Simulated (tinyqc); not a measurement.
# Free and trapped electrons in a MOS channel with a dense trap tail: effects of single changes

p-type body, charge-sheet picture, full ionisation (an idealisation for deep acceptors), Boltzmann statistics for free electrons. e = Ec - EF at the surface. Acceptor-like traps of density D(E) = D0 + De exp(-E/Ew) at depth E below Ec, from 0 to Eu, hold n_t = integral of D(E)/(1 + exp((e - E)/Vt)). psi = Eg - Vt ln(Nv/Na) - e; N_dep = sqrt(2 eps0 eps_r Na (psi - Vt)/q); n_f = sqrt(N_dep^2 + 2 eps0 eps_r Vt Nc exp(-e/Vt)/q) - N_dep; Vg = Vfb + psi + q (N_dep + n_t + n_f)/Cox, Cox = eps0 eox/tox.

Values chosen for this exercise; band and dielectric values close to those of 4H silicon carbide: temperature T = 300 K; band gap Eg = 3.21 eV; relative permittivity eps_r = 9.64; conduction-band density of states at T Nc = 1.73e19 cm^-3; valence-band density of states at T Nv = 2.53e19 cm^-3; relative permittivity of the insulator eox = 3.9; insulator thickness tox = 59 nm; acceptor density Na = 1.2e17 cm^-3; flat-band voltage without trapped charge Vfb = -2.34 V; constant background density of acceptor-like traps D0 = 2.3e10 cm^-2 eV^-1; density of the tail at the conduction edge De = 8.7e12 cm^-2 eV^-1; decay energy of the tail Ew = 0.08 eV; depth below Ec down to which the traps reach Eu = 0.51 eV; mobility of free electrons mf = 150 cm^2/(V s).

Constants: q = 1.602176634e-19 C, kB = 1.380649e-23 J/K, Vt = kB T/q, eps0 = 8.8541878128e-14 F/cm where lengths are in cm. Results are converted to the units shown.

Each table varies one quantity; the others keep the values above.

## Free and trapped charge against gate voltage

Free share n_f/(n_f + n_t); swing ln 10 n_f/(dn_f/dVg); field-effect mobility mf q (dn_f/dVg)/Cox, for a constant mf; oxide field q (N_dep + n_t + n_f)/(eps0 eox).

Results:
columns A: Vg (V); B: e (eV); C: n_f (cm^-2); D: n_t (cm^-2); E: free share (%); F: swing (mV/decade); G: field-effect mobility (cm^2/(V s)); H: oxide field (MV/cm)
```
A            B         C         D        E        F        G       H
5.5     0.3498   1.709e6  1.300e10  0.01314    141.4  0.01142  0.8675
6.7    0.09757  2.798e10  2.464e11    10.20    752.9    35.13   1.028
7.8    0.04433  2.079e11  4.314e11    32.52     2111    93.11   1.206
9      0.01828  5.267e11  5.330e11    49.70     4119    120.9   1.405
10.2  0.002303  8.997e11  5.873e11    60.51     6400    132.9   1.605
12.6  -0.01834  1.709e12  6.402e11    72.75  1.136e4    142.3   2.008
13.7  -0.02529  2.093e12  6.533e11    76.21  1.372e4    144.2   2.194
14.9  -0.03182  2.517e12  6.636e11    79.13  1.635e4    145.6   2.396
```

Estimate the missing row, Vg = 11.4 V.

Computed row:
columns A: Vg (V); B: e (eV); C: n_f (cm^-2); D: n_t (cm^-2); E: free share (%); F: swing (mV/decade); G: field-effect mobility (cm^2/(V s)); H: oxide field (MV/cm)
```
A             B         C         D      E     F      G      H
11.4  -0.009247  1.298e12  6.195e11  67.69  8832  138.9  1.807
```

With this row back in the table: n_f reaches 1e11 cm^-2 at Vg = 7.26 V, against 6.29 V without traps. The free share rises from 0.0131 to 79.1 % and the field-effect mobility rises from 0.0114 to 146 cm^2/(V s), although mf = 150 is constant: in the last row 97.1 % of Cox dVg goes into free electrons. The swing in the first row is 141 mV a decade (Vt ln 10 = 59.5). For Vg = 7.8, 9, 10.2, 11.4, 12.6, 13.7, 14.9 EF lies less than 2 Vt below the band edge, or above it, where degeneracy and confinement, left out, matter.

## Effect of the density of the tail at the conduction edge

VT is the Vg for n_f = 1e11 cm^-2; swing ln 10 n_f/(dn_f/dVg) at n_f = 1e8 cm^-2; the last three columns are for Vg = VT + 4.7 V, with free share n_f/(n_f + n_t) and field-effect mobility mf q (dn_f/dVg)/Cox; there EF is near the band edge, where Boltzmann statistics are rough.

Results:
columns A: De (cm^-2 eV^-1); B: e at VT (eV); C: VT (V); D: q n_t/Cox at VT (V); E: swing (mV/decade); F: n_f (cm^-2); G: free share (%); H: field-effect mobility (cm^2/(V s))
```
A           B      C       D      E         F      G      H
1e12  0.06402  6.423  0.1366  128.7  1.726e12  95.37  147.3
2e12  0.06402  6.532  0.2453  138.0  1.694e12  91.57  146.6
5e12  0.06402  6.858  0.5713  165.7  1.600e12  81.21  144.2
1e13  0.06402  7.401   1.115  211.9  1.451e12  66.81  139.4
2e13  0.06402  8.488   2.202  304.3  1.181e12  45.91  126.8
4e13  0.06402  10.66   4.375  489.0  7.795e11  23.09  93.35
2e14  0.06402  28.05   21.76   1967  1.975e11  2.025  11.06
```

Estimate the missing row, De = 9e13 cm^-2 eV^-1.

Computed row:
columns A: De (cm^-2 eV^-1); B: e at VT (eV); C: VT (V); D: q n_t/Cox at VT (V); E: swing (mV/decade); F: n_f (cm^-2); G: free share (%); H: field-effect mobility (cm^2/(V s))
```
A           B      C      D      E         F      G      H
9e13  0.06402  16.10  9.809  951.0  3.678e11  6.841  36.28
```

With this row back in the table: As De goes from 1e12 to 2e14, VT rises from 6.42 to 28.1 V, its part due to traps rises from 0.137 to 21.8 V, the swing rises from 129 to 1970 mV/decade and the field-effect mobility falls from 147 to 11.1 cm^2/(V s).

tinyqc, about 0.02 s, one thread, Intel Xeon 2.30GHz (shared host): `OMP_NUM_THREADS=1 python tinyqc.py 2222178 2222179 out.jsonl`
